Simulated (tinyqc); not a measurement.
Length of a polyene: Hueckel, PPP and singles CI along the polyenes. Computed by the program tinyqc. Hueckel uses the same beta without repulsion; CIS keeps all single excitations and so misses the low, doubly excited 2Ag state. W is the valence ionisation energy of a centre, MN the Mataga-Nishimoto formula, f the oscillator strength.

All-trans chains of carbon centres 1.40 angstrom apart:
```
parameter                               value
beta (eV), times 1 +/- alternation  -2.330000
alternation                                 0
W (eV)                              11.160000
gamma_rr (eV)                       11.060000
repulsion formula                        Ohno
```

Gaps and excitations (eV):
```
centres  Hueckel gap  PPP orbital gap  bright singlet (CIS)       f  lowest triplet (CIS)
2             4.6600          12.1920                6.4240  0.5508                2.8960
4             2.8800           9.5003                4.9554  1.0629                1.8528
6             2.0739           8.1096                4.0718  1.5133                1.3519
10            1.3264           6.6924                3.0786  2.2681                0.9016
```

Estimate the missing row, centres = 8.

Computed row:
```
centres  Hueckel gap  PPP orbital gap  bright singlet (CIS)       f  lowest triplet (CIS)
8             1.6184           7.2608                3.4894  1.9131                1.0733
```

The Hueckel gap tends to 4 x alternation x |beta| = 0.00 eV for long chains (zero without alternation, falling as 1/N). Exchange opens the PPP orbital gap, and the attraction of electron and hole brings the bright state 3.61 eV below it at 10 centres; the triplet lies 2.18 eV lower still.
